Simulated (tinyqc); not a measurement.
What moves the zone average: special k points of the hexagonal lattice.

Lattice vectors in units of a: a1 = (1, 0), a2 = (-1/2, sqrt(3)/2); reciprocal vectors b_i with a_i . b_j = 2 pi delta_ij. Mesh: k = sum_i f_i b_i with f_i = (2 j_i + shift)/(2 N), j_i = 0 .. N-1. The point group of the lattice has 12 operations; only those that map the mesh onto itself are used.

A_m(k) = sum over the m-th star of lattice vectors R of cos(k . R), stars in order of length: m = 1: |R|^2 = 1, 6 vectors, such as (1, 1) in the basis a_i; m = 2: |R|^2 = 3, 6 vectors, such as (2, 1) in the basis a_i; m = 3: |R|^2 = 4, 6 vectors, such as (2, 2) in the basis a_i; m = 4: |R|^2 = 7, 12 vectors, such as (3, 2) in the basis a_i; m = 5: |R|^2 = 9, 6 vectors, such as (3, 3) in the basis a_i; m = 6: |R|^2 = 12, 6 vectors, such as (4, 2) in the basis a_i. The zone mean of every A_m is zero.

Test function, the lower band of a two-band insulator: E(k) = -sqrt(D^2 + (e0 - t A_1(k))^2).

Values chosen for the exercise: D = 2.98 eV (half gap term); t = 0.92 eV (coupling); e0 = 3.27 eV (offset); N = 5 (points along each reciprocal vector); shift = 0 (half steps).

Mean of E over the mesh, and its error against the unshifted mesh with N = 96.

Results for these values:

| case | mean (eV) | error (meV) | irreducible points |
|---|---|---|---|
| base | -4.8095 | 3.18 | 5 |

What happens to each result for t = 1.196 eV, all else kept?

Answer: mean falls from -4.8095 to -5.1113; error falls from 3.18 to 1.65; irreducible points does not change at the printed digits.

The same for each parameter in turn:

| case | mean (eV) | error (meV) | irreducible points |
|---|---|---|---|
| base | -4.8095 | 3.18 | 5 |
| N = 6 | -4.8134 | -0.68 | 7 |
| shift = 1 | -4.8138 | -1.06 | 9 |
| D = 2.086 eV | -4.2534 | 9.41 | 5 |
| t = 1.196 eV | -5.1113 | 1.65 | 5 |

Run: tinyqc, `OMP_NUM_THREADS=1 python tinyqc.py 1682037 1682038 out.jsonl`; Intel(R) Xeon(R) Processor @ 2.30GHz, one thread, shared host; about 0.09 s of CPU time with all checks.
